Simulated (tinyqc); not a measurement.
# From edge over centre, full model back to bath conductivity kappa

Model: electroplating on a thin resistive seed layer: kinetics, Wagner number and the terminal effect across a wafer. Computed by tinyqc, a small Python program. Command: `OMP_NUM_THREADS=1 python tinyqc.py 3120962 3120963 out.jsonl terminal inv`. One thread of a shared host (Intel(R) Xeon(R) Processor @ 2.30GHz), about 0.06 s of CPU time with the checks.

Current enters the seed at the rim. The bath is treated as a local resistance per area (no lateral flow in the liquid), two electrons per ion, molar volume 7.11 cm^3/mol, Faraday constant F = e N_A, kinematic viscosity 0.01 cm^2/s, omega = 2 pi x rpm/60; k_B T/e is in volts.

Inputs (values chosen for the exercise, of the order of those for copper plating from an acid sulfate bath):

| quantity | value | unit |
|---|---|---|
| wafer radius R | 10 | cm |
| seed thickness t | 66 | nm |
| seed resistivity | 15 | microohm cm |
| gap to the anode h | 7.5 | cm |
| extra resistance of a porous plate | 100 | ohm cm^2 |
| exchange current density i_0 | 0.064 | mA/cm^2 |
| cathodic transfer coefficient alpha | 0.78 | - |
| mean current density | 39 | mA/cm^2 |
| diffusivity of the metal ion | 6.8e-06 | cm^2/s |
| metal ion concentration | 0.81 | mol/L |
| rotation rate | 100 | rpm |
| temperature T | 298 | K |

Constants: e = 1.602176634e-19 C; N_A = 6.02214076e+23 1/mol; k_B = 8.617333262e-05 eV/K.

Method:
- Growth rate = i V_m/(2 F). Levich limit i_L = 0.62 x 2 F D^(2/3) omega^(1/2) nu^(-1/6) c. Tafel overpotential eta = (k_B T/(alpha e)) ln(i/i_0); kinetic resistance k_B T/(alpha e i); bath resistance h/kappa + plate; R_s = resistivity/t; Wagner number = kinetic resistance x kappa/R.
- Linearised: with R_t = kinetic + bath resistance the current density obeys (1/r)(r i')' = i R_s/R_t, so i = A I_0(r/l), l = sqrt(R_t/R_s); with x = R/l, edge/centre = I_0(x) and edge/mean = x I_0(x)/(2 I_1(x)).
- Voltage drop in the seed for a uniform current: i R_s R^2/4.
- Full model: seed potential phi(r) with (1/r)(r phi')' = R_s i, where i solves phi = R_b i + (k_B T/(alpha e)) ln(i/i_0) (phi being the driving voltage left at r); phi'(0) = 0 and phi'(R) = R_s i_mean R/2. Solved by collocation to a tolerance of 1e-7.

Task: A run gave the result below. Find the bath conductivity kappa, known to lie between 0.067 and 0.11 S/cm.

edge over centre, full model = 1.327155

Result:

Each step takes the trial c = (a f_b - b f_a)/(f_b - f_a), f being the result less the target and a, b, c the logarithms of the listed values; c replaces end b, the old b replaces a if the sign of f changed, and otherwise f_a is halved.

Scan of the range:

| bath conductivity kappa (S/cm) | edge over centre, full model |
|---|---|
| 0.0670 | 1.28538 |
| 0.0728 | 1.29872 |
| 0.0790 | 1.31195 |
| 0.0858 | 1.32535 |
| 0.0932 | 1.33877 |
| 0.1010 | 1.35176 |
| 0.1100 | 1.36546 |

False position (Illinois rule, in the logarithm of the input) inside the bracket:

| step | end a | end b | trial | edge over centre, full model |
|---|---|---|---|---|
| 1 | 0.0858000 | 0.0932000 | 0.0867605 | 1.32716 |
| 2 | 0.0858000 | 0.0867605 | 0.0867590 | 1.32715 |
| 3 | 0.0867605 | 0.0867590 | 0.0867597 | 1.32716 |

Edge over centre, full model rises at every point of a 13-point scan of the range (every second point is shown), so one value fits; it is bracketed by 0.0858 and 0.0932. Answer: bath conductivity kappa = 0.08676 S/cm.
